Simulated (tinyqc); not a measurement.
A particle near a wafer in liquid: double-layer and van der Waals forces (DLVO), deposition barrier and removal: one step, computed by the program tinyqc.

Sphere and flat wall, Derjaguin approximation, constant potentials in the linear-superposition form, no retardation and no hydration force.

Question. The curve. U(h) = Z R exp(-kappa h) - A R/(6 h); F(h) = -dU/dh = kappa Z R exp(-kappa h) - A R/(6 h^2), positive for repulsion.

Inputs (values chosen for the exercise, of the order of those for alumina on silica in water): particle radius R = 170 nm; Hamaker constant A = 1.1e-20 J; temperature T = 343 K.

kappa = 0.1924611 1/nm

Z = -14.55320 pN

Constants: k_B = 1.380649e-23 J/K.

Give: the table «Against the gap» with the columns kappa h, U (k_B T), F (pN), for h (nm) = 0.4, 0.6, 1.0, 1.5, 2.5, 4.0, 7.0, 12.0, 20.0, 40.0.

Answer.

Against the gap:
```
h (nm)  kappa h   U (k_B T)      F (pN)
0.4       0.077  -6.483e+02  -2.389e+03
0.6       0.115  -5.751e+02  -1.290e+03
1.0       0.192  -4.968e+02  -7.045e+02
1.5       0.289  -4.353e+02  -4.953e+02
2.5       0.481  -3.492e+02  -3.442e+02
4.0       0.770  -2.584e+02  -2.400e+02
7.0       1.347  -1.452e+02  -1.301e+02
12.0      2.310  -5.737e+01  -4.945e+01
20.0      3.849  -1.442e+01  -1.092e+01
40.0      7.698  -1.882e+00  -4.107e-01
```

Caution: in rows where h is not small against R, A R/(6 h) overstates the van der Waals term. Caution: in rows with kappa h below 1 linear superposition is only rough.
